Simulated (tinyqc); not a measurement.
Worked calculation (part 2 of 3): UHF in the 6-31g basis, for H4+, spin multiplicity 2. Computed by tinyqc, a small Python program that keeps every step (integrals from PySCF). Command: `OMP_NUM_THREADS=1 python tinyqc.py 20951 20952 out.jsonl` (the two numbers bound the seeds that draw the settings). One thread of a shared host (Intel(R) Xeon(R) Processor @ 2.60GHz), about 0.1 s of CPU time with the checks.

Geometry (angstrom):
```
atom         x         y         z
H     0.000000  0.000000  0.000000
H     0.000000  0.000000  0.949000
H     0.000000  1.572000  0.000000
H     0.000000  1.572000  0.949000
```

## Iteration 1: building the Fock matrix

D(alpha) at the start:
```
           1H 1s      1H 2s      2H 1s      2H 2s      3H 1s      3H 2s      4H 1s      4H 2s
1H 1s   0.188805   0.092654   0.188805   0.092654  -0.038768  -0.020489  -0.038768  -0.020489
1H 2s   0.092654   0.045481   0.092654   0.045481  -0.020489  -0.010770  -0.020489  -0.010770
2H 1s   0.188805   0.092654   0.188805   0.092654  -0.038768  -0.020489  -0.038768  -0.020489
2H 2s   0.092654   0.045481   0.092654   0.045481  -0.020489  -0.010770  -0.020489  -0.010770
3H 1s  -0.038768  -0.020489  -0.038768  -0.020489   0.188805   0.092654   0.188805   0.092654
3H 2s  -0.020489  -0.010770  -0.020489  -0.010770   0.092654   0.045481   0.092654   0.045481
4H 1s  -0.038768  -0.020489  -0.038768  -0.020489   0.188805   0.092654   0.188805   0.092654
4H 2s  -0.020489  -0.010770  -0.020489  -0.010770   0.092654   0.045481   0.092654   0.045481
```

D(beta) at the start:
```
          1H 1s     1H 2s     2H 1s     2H 2s     3H 1s     3H 2s     4H 1s     4H 2s
1H 1s  0.075019  0.036083  0.075019  0.036083  0.075019  0.036083  0.075019  0.036083
1H 2s  0.036083  0.017355  0.036083  0.017355  0.036083  0.017355  0.036083  0.017355
2H 1s  0.075019  0.036083  0.075019  0.036083  0.075019  0.036083  0.075019  0.036083
2H 2s  0.036083  0.017355  0.036083  0.017355  0.036083  0.017355  0.036083  0.017355
3H 1s  0.075019  0.036083  0.075019  0.036083  0.075019  0.036083  0.075019  0.036083
3H 2s  0.036083  0.017355  0.036083  0.017355  0.036083  0.017355  0.036083  0.017355
4H 1s  0.075019  0.036083  0.075019  0.036083  0.075019  0.036083  0.075019  0.036083
4H 2s  0.036083  0.017355  0.036083  0.017355  0.036083  0.017355  0.036083  0.017355
```

core Hamiltonian H = T + V (hartree):
```
           1H 1s      1H 2s      2H 1s      2H 2s      3H 1s      3H 2s      4H 1s      4H 2s
1H 1s  -1.438461  -1.253370  -0.710709  -0.898942  -0.135440  -0.455326  -0.057235  -0.323385
1H 2s  -1.253370  -1.490590  -0.898942  -1.246281  -0.455326  -0.840291  -0.323385  -0.698093
2H 1s  -0.710709  -0.898942  -1.438461  -1.253370  -0.057235  -0.323385  -0.135440  -0.455326
2H 2s  -0.898942  -1.246281  -1.253370  -1.490590  -0.323385  -0.698093  -0.455326  -0.840291
3H 1s  -0.135440  -0.455326  -0.057235  -0.323385  -1.438461  -1.253370  -0.710709  -0.898942
3H 2s  -0.455326  -0.840291  -0.323385  -0.698093  -1.253370  -1.490590  -0.898942  -1.246281
4H 1s  -0.057235  -0.323385  -0.135440  -0.455326  -0.710709  -0.898942  -1.438461  -1.253370
4H 2s  -0.323385  -0.698093  -0.455326  -0.840291  -0.898942  -1.246281  -1.253370  -1.490590
```

nuclear repulsion = 2.36485443 hartree

Given earlier and not repeated: Two-electron integrals (ij|kl) in chemists' order.

J_ij = sum D_kl (ij|kl) with D = D(alpha) + D(beta), K_ij = sum D_kl (ik|jl) for each spin; F = H + J - K(s); E = tr D H + tr D J / 2 - 0.5 sum_s tr D(s) K(s) + E_nn.

Coulomb J (hartree):
```
          1H 1s     1H 2s     2H 1s     2H 2s     3H 1s     3H 2s     4H 1s     4H 2s
1H 1s  1.567589  0.951768  0.470334  0.645786  0.064701  0.307561  0.023793  0.209175
1H 2s  0.951768  1.205908  0.645786  0.970937  0.307561  0.631978  0.209175  0.509584
2H 1s  0.470334  0.645786  1.567589  0.951768  0.023793  0.209175  0.064701  0.307561
2H 2s  0.645786  0.970937  0.951768  1.205908  0.209175  0.509584  0.307561  0.631978
3H 1s  0.064701  0.307561  0.023793  0.209175  1.567589  0.951768  0.470334  0.645786
3H 2s  0.307561  0.631978  0.209175  0.509584  0.951768  1.205908  0.645786  0.970937
4H 1s  0.023793  0.209175  0.064701  0.307561  0.470334  0.645786  1.567589  0.951768
4H 2s  0.209175  0.509584  0.307561  0.631978  0.645786  0.970937  0.951768  1.205908
```

exchange K(alpha) (hartree):
```
          1H 1s     1H 2s     2H 1s     2H 2s     3H 1s     3H 2s     4H 1s     4H 2s
1H 1s  0.549711  0.426022  0.379464  0.379287  0.023806  0.134430  0.017637  0.119883
1H 2s  0.426022  0.404747  0.379287  0.387278  0.134430  0.219141  0.119883  0.209694
2H 1s  0.379464  0.379287  0.549711  0.426022  0.017637  0.119883  0.023806  0.134430
2H 2s  0.379287  0.387278  0.426022  0.404747  0.119883  0.209694  0.134430  0.219141
3H 1s  0.023806  0.134430  0.017637  0.119883  0.549711  0.426022  0.379464  0.379287
3H 2s  0.134430  0.219141  0.119883  0.209694  0.426022  0.404747  0.379287  0.387278
4H 1s  0.017637  0.119883  0.023806  0.134430  0.379464  0.379287  0.549711  0.426022
4H 2s  0.119883  0.209694  0.134430  0.219141  0.379287  0.387278  0.426022  0.404747
```

exchange K(beta) (hartree):
```
          1H 1s     1H 2s     2H 1s     2H 2s     3H 1s     3H 2s     4H 1s     4H 2s
1H 1s  0.269444  0.244277  0.188875  0.219661  0.111061  0.164872  0.098880  0.153327
1H 2s  0.244277  0.266471  0.219661  0.256007  0.164872  0.218036  0.153327  0.210799
2H 1s  0.188875  0.219661  0.269444  0.244277  0.098880  0.153327  0.111061  0.164872
2H 2s  0.219661  0.256007  0.244277  0.266471  0.153327  0.210799  0.164872  0.218036
3H 1s  0.111061  0.164872  0.098880  0.153327  0.269444  0.244277  0.188875  0.219661
3H 2s  0.164872  0.218036  0.153327  0.210799  0.244277  0.266471  0.219661  0.256007
4H 1s  0.098880  0.153327  0.111061  0.164872  0.188875  0.219661  0.269444  0.244277
4H 2s  0.153327  0.210799  0.164872  0.218036  0.219661  0.256007  0.244277  0.266471
```

F(alpha) (hartree):
```
           1H 1s      1H 2s      2H 1s      2H 2s      3H 1s      3H 2s      4H 1s      4H 2s
1H 1s  -0.420583  -0.727624  -0.619838  -0.632443  -0.094544  -0.282196  -0.051078  -0.234092
1H 2s  -0.727624  -0.689429  -0.632443  -0.662622  -0.282196  -0.427455  -0.234092  -0.398203
2H 1s  -0.619838  -0.632443  -0.420583  -0.727624  -0.051078  -0.234092  -0.094544  -0.282196
2H 2s  -0.632443  -0.662622  -0.727624  -0.689429  -0.234092  -0.398203  -0.282196  -0.427455
3H 1s  -0.094544  -0.282196  -0.051078  -0.234092  -0.420583  -0.727624  -0.619838  -0.632443
3H 2s  -0.282196  -0.427455  -0.234092  -0.398203  -0.727624  -0.689429  -0.632443  -0.662622
4H 1s  -0.051078  -0.234092  -0.094544  -0.282196  -0.619838  -0.632443  -0.420583  -0.727624
4H 2s  -0.234092  -0.398203  -0.282196  -0.427455  -0.632443  -0.662622  -0.727624  -0.689429
```

F(beta) (hartree):
```
           1H 1s      1H 2s      2H 1s      2H 2s      3H 1s      3H 2s      4H 1s      4H 2s
1H 1s  -0.140317  -0.545879  -0.429250  -0.472818  -0.181800  -0.312638  -0.132322  -0.267536
1H 2s  -0.545879  -0.551153  -0.472818  -0.531351  -0.312638  -0.426350  -0.267536  -0.399308
2H 1s  -0.429250  -0.472818  -0.140317  -0.545879  -0.132322  -0.267536  -0.181800  -0.312638
2H 2s  -0.472818  -0.531351  -0.545879  -0.551153  -0.267536  -0.399308  -0.312638  -0.426350
3H 1s  -0.181800  -0.312638  -0.132322  -0.267536  -0.140317  -0.545879  -0.429250  -0.472818
3H 2s  -0.312638  -0.426350  -0.267536  -0.399308  -0.545879  -0.551153  -0.472818  -0.531351
4H 1s  -0.132322  -0.267536  -0.181800  -0.312638  -0.429250  -0.472818  -0.140317  -0.545879
4H 2s  -0.267536  -0.399308  -0.312638  -0.426350  -0.472818  -0.531351  -0.545879  -0.551153
```

total energy of this density = -1.68234658 hartree

## Iteration 1: diagonalisation and new density

X:
```
           1H 1s      1H 2s      2H 1s      2H 2s      3H 1s      3H 2s      4H 1s      4H 2s
1H 1s   1.268656  -0.528486  -0.064336   0.033511   0.024242   0.029589   0.016095   0.004309
1H 2s  -0.528486   1.937985   0.033511  -0.826077   0.029589  -0.494258   0.004309   0.209344
2H 1s  -0.064336   0.033511   1.268656  -0.528486   0.016095   0.004309   0.024242   0.029589
2H 2s   0.033511  -0.826077  -0.528486   1.937985   0.004309   0.209344   0.029589  -0.494258
3H 1s   0.024242   0.029589   0.016095   0.004309   1.268656  -0.528486  -0.064336   0.033511
3H 2s   0.029589  -0.494258   0.004309   0.209344  -0.528486   1.937985   0.033511  -0.826077
4H 1s   0.016095   0.004309   0.024242   0.029589  -0.064336   0.033511   1.268656  -0.528486
4H 2s   0.004309   0.209344   0.029589  -0.494258   0.033511  -0.826077  -0.528486   1.937985
```

Diagonalise F' = X^T F X, C = X C', fill 2 alpha and 1 beta electrons from the bottom; D(s) = C_occ C_occ^T. Each column has its largest component positive (the first on a tie).

F' = X^T F X (alpha) (hartree):
```
           1          2          3          4          5          6          7          8
1   0.125758  -0.600286  -0.359474  -0.143432   0.036044  -0.053021   0.050939  -0.022508
2  -0.600286   0.021852  -0.143432  -0.192473  -0.053021  -0.115246  -0.022508  -0.024714
3  -0.359474  -0.143432   0.125758  -0.600286   0.050939  -0.022508   0.036044  -0.053021
4  -0.143432  -0.192473  -0.600286   0.021852  -0.022508  -0.024714  -0.053021  -0.115246
5   0.036044  -0.053021   0.050939  -0.022508   0.125758  -0.600286  -0.359474  -0.143432
6  -0.053021  -0.115246  -0.022508  -0.024714  -0.600286   0.021852  -0.143432  -0.192473
7   0.050939  -0.022508   0.036044  -0.053021  -0.359474  -0.143432   0.125758  -0.600286
8  -0.022508  -0.024714  -0.053021  -0.115246  -0.143432  -0.192473  -0.600286   0.021852
```

orbital energies (alpha) (hartree): MO1 -1.051990, MO2 -0.859424, MO3 -0.220186, MO4 -0.034886, MO5 0.508065, MO6 0.594675, MO7 0.814318, MO8 0.839871

coefficients C (alpha):
```
            MO1        MO2        MO3        MO4        MO5        MO6        MO7        MO8
1H 1s  0.246653   0.287100   0.167424   0.183184  -0.571152   0.616120  -0.702601  -0.701050
1H 2s  0.151896   0.232500   0.686956   1.172959   0.709681  -0.448392   0.813315   1.310177
2H 1s  0.246653   0.287100  -0.167424  -0.183184  -0.571152   0.616120   0.702601   0.701050
2H 2s  0.151896   0.232500  -0.686956  -1.172959   0.709681  -0.448392  -0.813315  -1.310177
3H 1s  0.246653  -0.287100   0.167424  -0.183184   0.571152   0.616120  -0.702601   0.701050
3H 2s  0.151896  -0.232500   0.686956  -1.172959  -0.709681  -0.448392   0.813315  -1.310177
4H 1s  0.246653  -0.287100  -0.167424   0.183184   0.571152   0.616120   0.702601  -0.701050
4H 2s  0.151896  -0.232500  -0.686956   1.172959  -0.709681  -0.448392  -0.813315   1.310177
```

F' = X^T F X (beta) (hartree):
```
           1          2          3          4          5          6          7          8
1   0.352440  -0.534210  -0.261211  -0.085579  -0.028542  -0.081818  -0.002204  -0.049324
2  -0.534210   0.062717  -0.085579  -0.161839  -0.081818  -0.133773  -0.049324  -0.040673
3  -0.261211  -0.085579   0.352440  -0.534210  -0.002204  -0.049324  -0.028542  -0.081818
4  -0.085579  -0.161839  -0.534210   0.062717  -0.049324  -0.040673  -0.081818  -0.133773
5  -0.028542  -0.081818  -0.002204  -0.049324   0.352440  -0.534210  -0.261211  -0.085579
6  -0.081818  -0.133773  -0.049324  -0.040673  -0.534210   0.062717  -0.085579  -0.161839
7  -0.002204  -0.049324  -0.028542  -0.081818  -0.261211  -0.085579   0.352440  -0.534210
8  -0.049324  -0.040673  -0.081818  -0.133773  -0.085579  -0.161839  -0.534210   0.062717
```

orbital energies (beta) (hartree): MO1 -0.875825, MO2 -0.390554, MO3 -0.173000, MO4 0.032565, MO5 0.587853, MO6 0.662739, MO7 0.891769, MO8 0.925079

coefficients C (beta):
```
            MO1        MO2        MO3        MO4        MO5        MO6        MO7        MO8
1H 1s  0.209517   0.210209   0.131804   0.132143  -0.603700   0.629717  -0.710146  -0.712436
1H 2s  0.178333   0.323015   0.727069   1.264403   0.673324  -0.438549   0.777664   1.222163
2H 1s  0.209517   0.210209  -0.131804  -0.132143  -0.603700   0.629717   0.710146   0.712436
2H 2s  0.178333   0.323015  -0.727069  -1.264403   0.673324  -0.438549  -0.777664  -1.222163
3H 1s  0.209517  -0.210209   0.131804  -0.132143   0.603700   0.629717  -0.710146   0.712436
3H 2s  0.178333  -0.323015   0.727069  -1.264403  -0.673324  -0.438549   0.777664  -1.222163
4H 1s  0.209517  -0.210209  -0.131804   0.132143   0.603700   0.629717   0.710146  -0.712436
4H 2s  0.178333  -0.323015  -0.727069   1.264403  -0.673324  -0.438549  -0.777664   1.222163
```

D(alpha) after iteration 1:
```
           1H 1s      1H 2s      2H 1s      2H 2s      3H 1s      3H 2s      4H 1s      4H 2s
1H 1s   0.143264   0.104216   0.143264   0.104216  -0.021589  -0.029285  -0.021589  -0.029285
1H 2s   0.104216   0.077129   0.104216   0.077129  -0.029285  -0.030984  -0.029285  -0.030984
2H 1s   0.143264   0.104216   0.143264   0.104216  -0.021589  -0.029285  -0.021589  -0.029285
2H 2s   0.104216   0.077129   0.104216   0.077129  -0.029285  -0.030984  -0.029285  -0.030984
3H 1s  -0.021589  -0.029285  -0.021589  -0.029285   0.143264   0.104216   0.143264   0.104216
3H 2s  -0.029285  -0.030984  -0.029285  -0.030984   0.104216   0.077129   0.104216   0.077129
4H 1s  -0.021589  -0.029285  -0.021589  -0.029285   0.143264   0.104216   0.143264   0.104216
4H 2s  -0.029285  -0.030984  -0.029285  -0.030984   0.104216   0.077129   0.104216   0.077129
```

D(beta) after iteration 1:
```
          1H 1s     1H 2s     2H 1s     2H 2s     3H 1s     3H 2s     4H 1s     4H 2s
1H 1s  0.043898  0.037364  0.043898  0.037364  0.043898  0.037364  0.043898  0.037364
1H 2s  0.037364  0.031803  0.037364  0.031803  0.037364  0.031803  0.037364  0.031803
2H 1s  0.043898  0.037364  0.043898  0.037364  0.043898  0.037364  0.043898  0.037364
2H 2s  0.037364  0.031803  0.037364  0.031803  0.037364  0.031803  0.037364  0.031803
3H 1s  0.043898  0.037364  0.043898  0.037364  0.043898  0.037364  0.043898  0.037364
3H 2s  0.037364  0.031803  0.037364  0.031803  0.037364  0.031803  0.037364  0.031803
4H 1s  0.043898  0.037364  0.043898  0.037364  0.043898  0.037364  0.043898  0.037364
4H 2s  0.037364  0.031803  0.037364  0.031803  0.037364  0.031803  0.037364  0.031803
```

## Iteration 2: building the Fock matrix

As before.

Coulomb J (hartree):
```
          1H 1s     1H 2s     2H 1s     2H 2s     3H 1s     3H 2s     4H 1s     4H 2s
1H 1s  1.518324  0.927680  0.455448  0.628657  0.063280  0.300117  0.023235  0.203866
1H 2s  0.927680  1.186333  0.628657  0.953936  0.300117  0.621168  0.203866  0.500211
2H 1s  0.455448  0.628657  1.518324  0.927680  0.023235  0.203866  0.063280  0.300117
2H 2s  0.628657  0.953936  0.927680  1.186333  0.203866  0.500211  0.300117  0.621168
3H 1s  0.063280  0.300117  0.023235  0.203866  1.518324  0.927680  0.455448  0.628657
3H 2s  0.300117  0.621168  0.203866  0.500211  0.927680  1.186333  0.628657  0.953936
4H 1s  0.023235  0.203866  0.063280  0.300117  0.455448  0.628657  1.518324  0.927680
4H 2s  0.203866  0.500211  0.300117  0.621168  0.628657  0.953936  0.927680  1.186333
```

exchange K(alpha) (hartree):
```
          1H 1s     1H 2s     2H 1s     2H 2s     3H 1s     3H 2s     4H 1s     4H 2s
1H 1s  0.518005  0.419281  0.360085  0.373640  0.026125  0.132170  0.019787  0.117915
1H 2s  0.419281  0.415335  0.373640  0.397091  0.132170  0.221407  0.117915  0.211644
2H 1s  0.360085  0.373640  0.518005  0.419281  0.019787  0.117915  0.026125  0.132170
2H 2s  0.373640  0.397091  0.419281  0.415335  0.117915  0.211644  0.132170  0.221407
3H 1s  0.026125  0.132170  0.019787  0.117915  0.518005  0.419281  0.360085  0.373640
3H 2s  0.132170  0.221407  0.117915  0.211644  0.419281  0.415335  0.373640  0.397091
4H 1s  0.019787  0.117915  0.026125  0.132170  0.360085  0.373640  0.518005  0.419281
4H 2s  0.117915  0.211644  0.132170  0.221407  0.373640  0.397091  0.419281  0.415335
```

exchange K(beta) (hartree):
```
          1H 1s     1H 2s     2H 1s     2H 2s     3H 1s     3H 2s     4H 1s     4H 2s
1H 1s  0.241826  0.236139  0.171527  0.212520  0.103822  0.162777  0.092156  0.151229
1H 2s  0.236139  0.277907  0.212520  0.266563  0.162777  0.229814  0.151229  0.221804
2H 1s  0.171527  0.212520  0.241826  0.236139  0.092156  0.151229  0.103822  0.162777
2H 2s  0.212520  0.266563  0.236139  0.277907  0.151229  0.221804  0.162777  0.229814
3H 1s  0.103822  0.162777  0.092156  0.151229  0.241826  0.236139  0.171527  0.212520
3H 2s  0.162777  0.229814  0.151229  0.221804  0.236139  0.277907  0.212520  0.266563
4H 1s  0.092156  0.151229  0.103822  0.162777  0.171527  0.212520  0.241826  0.236139
4H 2s  0.151229  0.221804  0.162777  0.229814  0.212520  0.266563  0.236139  0.277907
```

F(alpha) (hartree):
```
           1H 1s      1H 2s      2H 1s      2H 2s      3H 1s      3H 2s      4H 1s      4H 2s
1H 1s  -0.438142  -0.744972  -0.615346  -0.643925  -0.098284  -0.287380  -0.053787  -0.237434
1H 2s  -0.744972  -0.719592  -0.643925  -0.689436  -0.287380  -0.440530  -0.237434  -0.409526
2H 1s  -0.615346  -0.643925  -0.438142  -0.744972  -0.053787  -0.237434  -0.098284  -0.287380
2H 2s  -0.643925  -0.689436  -0.744972  -0.719592  -0.237434  -0.409526  -0.287380  -0.440530
3H 1s  -0.098284  -0.287380  -0.053787  -0.237434  -0.438142  -0.744972  -0.615346  -0.643925
3H 2s  -0.287380  -0.440530  -0.237434  -0.409526  -0.744972  -0.719592  -0.643925  -0.689436
4H 1s  -0.053787  -0.237434  -0.098284  -0.287380  -0.615346  -0.643925  -0.438142  -0.744972
4H 2s  -0.237434  -0.409526  -0.287380  -0.440530  -0.643925  -0.689436  -0.744972  -0.719592
```

F(beta) (hartree):
```
           1H 1s      1H 2s      2H 1s      2H 2s      3H 1s      3H 2s      4H 1s      4H 2s
1H 1s  -0.161964  -0.561829  -0.426788  -0.482804  -0.175982  -0.317987  -0.126156  -0.270748
1H 2s  -0.561829  -0.582163  -0.482804  -0.558908  -0.317987  -0.448937  -0.270748  -0.419687
2H 1s  -0.426788  -0.482804  -0.161964  -0.561829  -0.126156  -0.270748  -0.175982  -0.317987
2H 2s  -0.482804  -0.558908  -0.561829  -0.582163  -0.270748  -0.419687  -0.317987  -0.448937
3H 1s  -0.175982  -0.317987  -0.126156  -0.270748  -0.161964  -0.561829  -0.426788  -0.482804
3H 2s  -0.317987  -0.448937  -0.270748  -0.419687  -0.561829  -0.582163  -0.482804  -0.558908
4H 1s  -0.126156  -0.270748  -0.175982  -0.317987  -0.426788  -0.482804  -0.161964  -0.561829
4H 2s  -0.270748  -0.419687  -0.317987  -0.448937  -0.482804  -0.558908  -0.561829  -0.582163
```

total energy of this density = -1.71869432 hartree
